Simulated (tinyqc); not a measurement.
Doping from two capacitances.

Question. An abrupt p-n junction obeys 1/C^2 = 2 (Vbi - V)/(q eps0 eps_r Ne), Ne = Na Nd/(Na + Nd), Vbi = Vt ln(Na Nd/ni^2), V the bias of the p side. Na is known to be the larger doping. Find Ne, Vbi, Na and Nd.

Values chosen for this exercise: temperature T = 300 K; relative permittivity eps_r = 12.5.

Constants: q = 1.602176634e-19 C, kB = 1.380649e-23 J/K, Vt = kB T/q, eps0 = 8.8541878128e-14 F/cm where lengths are in cm. Results are converted to the units shown.

C at V = -0.6 and -3.2 V (nF/cm^2): 92.642074  59.698104
ni = 1.7067818e7 cm^-3

Solution. The slope of 1/C^2 against -V gives Ne and its intercept Vbi. Then Na Nd = ni^2 exp(Vbi/Vt) and Na + Nd = Na Nd/Ne, so both are roots of one quadratic.

Ne = 1.787e17 cm^-3
Vbi = 1.246 V
Na = 1.200e18 cm^-3
Nd = 2.100e17 cm^-3

Program tinyqc, `OMP_NUM_THREADS=1 python tinyqc.py 2000031 2000032 out.jsonl`; Intel Xeon 2.30GHz, shared host, one thread, about 0.01 s.
